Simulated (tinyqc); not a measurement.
# Worked calculation: biaxially strained (001) channel, valley splitting in an inversion layer

tinyqc, about 0.01 s, one thread, Intel Xeon 2.30GHz (shared host): `OMP_NUM_THREADS=1 python tinyqc.py 2530161 2530162 out.jsonl` Printed values are rounded.

A thin layer grown on a relaxed buffer is stretched in the plane. The two valleys with their long axis along the growth direction (D2) sink against the four in-plane ones (D4); confinement in a triangular well splits them too. Only the lowest subband of each set is kept; one relaxation time, so the weakening of intervalley scattering is left out.

Values chosen for this exercise; values close to those of silicon on relaxed silicon-germanium:
```
symbol   value   unit                                meaning
T          300      K                            temperature
x         0.27         germanium share of the relaxed buffer
b1      0.0418                   lattice mismatch per unit x
c11        169    GPa                       elastic constant
c12       65.1    GPa                       elastic constant
Xu        9.12     eV            shear deformation potential
ml       0.895     m0                      longitudinal mass
mt       0.194     m0                        transverse mass
F         0.48  MV/cm                        confining field
Ns      3.9e12  cm^-2                      inversion density
bv       0.384     nm                         Burgers vector
```

Constants: q = 1.602176634e-19 C, kB = 1.380649e-23 J/K, hbar = 1.054571817e-34 J s, m0 = 9.1093837015e-31 kg, Vt = kB T/q, hbar^2/(2 m0) = 0.0380998212 eV nm^2. Results are converted to the units shown.

## Strain, stress and splitting

e_par = b1 x, e_perp = -2 (c12/c11) e_par, splitting D = Xu (e_par - e_perp), in-plane stress (c11 + c12 - 2 c12^2/c11) e_par.

e_par = 1.12860 %
e_perp = -0.869489 %
D = 182.226 meV
stress = 2.07601 GPa

## Subband edges and densities of states

Levels E(m) = 2.33811 (hbar^2 q^2 F^2/(2 m))^(1/3): E2 = E(ml), E4 = E(mt) + D; N2 = 2 mt kB T/(pi hbar^2), N4 = 4 sqrt(mt ml) kB T/(pi hbar^2).

E2 = 0.107827 eV
E4 = 0.361726 eV
N2 = 4.19009e12 cm^-2
N4 = 1.79996e13 cm^-2

Of the gap E4 - E2 = 254 meV, confinement gives 71.7 meV.

## Iteration 1: critical thickness by substitution

h at the start = 2 nm

Critical thickness (Matthews-Blakeslee, 60-degree dislocations): h = bv (1 - nu/4)[ln(h/bv) + 1]/(4 pi e_par (1 + nu)), nu = c12/(c11 + c12). The right side gives h(new); e_par = b1 x.

h after iteration 1 = 5.22415 nm

## Iteration 2: critical thickness by substitution

As before.

h after iteration 2 = 7.11678 nm

## Course of the iteration: critical thickness by substitution

Stop when h changes by less than 1e-7 nm, or after 60 iterations.

Course of the iteration:
```
iteration   h (nm)  |change| (nm)
1          5.22415           3.22
2          7.11678           1.89
3          7.72619          0.609
4          7.88815          0.162
5          7.92904         0.0409
6          7.93923         0.0102
7          7.94177        2.53e-3
8          7.94240        6.29e-4
9          7.94255        1.56e-4
10         7.94259        3.87e-5
11         7.94260        9.61e-6
12         7.94260        2.38e-6
13         7.94260        5.92e-7
14         7.94260        1.47e-7
15         7.94260        3.65e-8
```

Converged in 15 iterations. At the end each change is about 0.25 times the one before: linear convergence.

## Share of the light valleys and conductivity mass

EF = 0.118914 eV

EF solves Ns = N2 ln(1 + exp((EF - E2)/Vt)) + N4 ln(1 + exp((EF - E4)/Vt)); f2 is the share in D2, and 1/mc = f2/mt + (1 - f2)(1/mt + 1/ml)/2.

f2 = 0.999615
mc = 0.194029 m0

Without strain f2 would be 0.728 and mc 0.217 m0, so repopulation alone gains 12 % in mobility.
